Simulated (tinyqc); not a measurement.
Resistance of a tapered via with liner, size effect and interface: one step of the calculation.

A round via whose diameter grows from db at the bottom as D(z) = db + 2 z/tan(ang). The fill, of diameter D - 2 tl, starts above the bottom liner (thickness fb tl) and has rho = rho0 (1 + ks lam/(D - 2 tl)); the sidewall liner conducts in parallel with it. The bottom liner and the interface are crossed over the full area pi db^2/4. Spreading in the lines above and below is left out.

Question. Slices of the via. Slices between z0 = fb tl and hv, evaluated at their midpoints: conductance per length pi/4 [(D - 2 tl)^2/rho + (D^2 - (D - 2 tl)^2)/rl], slice resistance = slice height over that. 6 slices.

Parameters, values chosen for the exercise; fill metal close to copper:

| symbol | value | unit | meaning |
|---|---|---|---|
| db | 35 | nm | diameter at the bottom |
| hv | 74 | nm | height |
| ang | 89 | degrees | sidewall angle |
| rho0 | 1.64 | uohm cm | bulk resistivity of the fill |
| lam | 40.1 | nm | mean free path of the fill |
| ks | 0.6 |  | size-effect factor |
| tl | 1.8 | nm | liner on the sidewall |
| fb | 1 |  | liner at the bottom over that on the sidewall |
| rl | 520 | uohm cm | resistivity of the liner |

Find: z; D; rho; slice resistance.

Answer.

| slice | z (nm) | D (nm) | rho (uohm cm) | slice resistance (ohm) |
|---|---|---|---|---|
| 0 | 7.817 | 35.27 | 2.886 | 0.4402 |
| 1 | 19.85 | 35.69 | 2.870 | 0.4263 |
| 2 | 31.88 | 36.11 | 2.854 | 0.4131 |
| 3 | 43.92 | 36.53 | 2.838 | 0.4004 |
| 4 | 55.95 | 36.95 | 2.823 | 0.3883 |
| 5 | 67.98 | 37.37 | 2.808 | 0.3768 |

Program tinyqc, `OMP_NUM_THREADS=1 python tinyqc.py 2750078 2750079 out.jsonl`; Intel Xeon 2.30GHz, shared host, one thread, about 0.01 s.
